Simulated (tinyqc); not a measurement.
What moves the results: delta-doped layer in the Thomas-Fermi potential. A value that a table varies takes the place of the one given here.

All donors ionised in the plane z = 0, zero temperature, energies from the Fermi level EF of the Thomas-Fermi model, which lies at the bulk band edge; c = hbar^2/2m0, q = e^2/(4 pi eps0). Layer in a (001) plane: two valleys with m_z = ml, m_d = mt (unprimed) and four with m_z = mt, m_d = sqrt(ml mt) (primed); m3 = (ml mt^2)^(1/3), gv = 6. With n = (gv/3 pi^2)(m3 (-V)/c)^(3/2) and V'' = -(4 pi q/eps) n for z > 0, the solution is V = -b/(|z| + z0)^4 with sqrt(b) = 20/K, K = (4 pi q/eps)(gv/3 pi^2)(m3/c)^(3/2), and z0^5 = 4b/(e F0), e F0 = 2 pi q N/eps; 1e13/cm^2 = 1e-3/angstrom^2. Exchange and correlation are left out.

Subbands solve -(c/m_z) psi'' + V psi = E psi on 1280 points of spacing z0/80; up to ten levels for each group, kept if bound with an rms width below 2.5 z0.

Constants: hbar^2/2m0 = 3.80998211 eV angstrom^2; e^2/(4 pi eps0) = 14.39964547 eV angstrom.

Inputs chosen for the exercise (near those of a delta-doped layer in Si; not measured data): ml = 0.934 m0 (longitudinal mass); mt = 0.195 m0 (transverse mass); eps = 11.5 (dielectric constant); Nl = (2.3, 4.6, 9.2, 16, 28, 46, 74) x 1e13/cm^2 (sheet densities); N = 23 x 1e13/cm^2 (donor sheet density).

## Doping density

The well, the lowest level and the filling anew; at zero temperature n_i = g m_d (mu - E_i)/(2 pi c), with mu fixed by sum n_i = N.

Results:

| N (1e13/cm^2) | z0 (angstrom) | depth (eV) | lowest (eV) | next - lowest (eV) | occupied | share of lowest (%) |
|---|---|---|---|---|---|---|
| 2.3 | 26.7 | 0.1207 | -0.0464 | 0.0222 | 3 | 31.4 |
| 4.6 | 23.2 | 0.2102 | -0.0880 | 0.0396 | 3 | 29.7 |
| 9.2 | 20.2 | 0.3660 | -0.1656 | 0.0699 | 3 | 28.1 |
| 16 | 18.1 | 0.5698 | -0.2730 | 0.1091 | 3 | 26.9 |
| 28 | 16.2 | 0.8916 | -0.4507 | 0.1702 | 4 | 25.5 |
| 46 | 14.7 | 1.3264 | -0.7009 | 0.2514 | 4 | 24.4 |
| 74 | 13.3 | 1.9402 | -1.0668 | 0.3638 | 6 | 23.2 |

The depth grows as N^(4/5) and z0 shrinks as N^(-1/5): factors 16.1 and 2.00 for 32 times the doping. The lowest level deepens faster, with exponent 0.90, since the zero-point energy takes a smaller share of a deeper well (62 % falling to 45 %). The number of occupied subbands is 3 in the first row and 6 in the last. Depths beyond about 0.5 eV stretch parabolic valleys past their range.

## What each parameter does

z0, depth, lowest level and its rms width. Each row changes one parameter from the base and keeps the others.

Results:

| case | z0 (angstrom) | depth (eV) | lowest (eV) | rms z (angstrom) |
|---|---|---|---|---|
| base | 16.84 | 0.7618 | -0.3781 | 3.53 |
| N = 13.8 x 1e13/cm^2 | 18.65 | 0.5063 | -0.2390 | 4.31 |
| eps = 10.3 | 15.76 | 0.7961 | -0.3868 | 3.45 |
| ml = 1.074 m0 | 16.38 | 0.7408 | -0.3725 | 3.35 |
| mt = 0.166 m0 | 17.96 | 0.8125 | -0.4215 | 3.45 |

The largest shifts from the base row, up to three for each result and ties (the steps differ in size, so this ranks the rows, not the parameters). z0 (angstrom): N +1.81, mt +1.12, eps -1.08. depth (eV): N -0.2556, mt +0.0507, eps +0.0343. lowest (eV): N +0.1391, mt -0.0434, eps -0.0087. rms z (angstrom): N +0.78, ml -0.19, mt -0.09, eps -0.09.

tinyqc: `OMP_NUM_THREADS=1 python tinyqc.py 1280323 1280324 out.jsonl`; about 0.2 s, one thread, shared Intel(R) Xeon(R) Processor @ 2.30GHz.
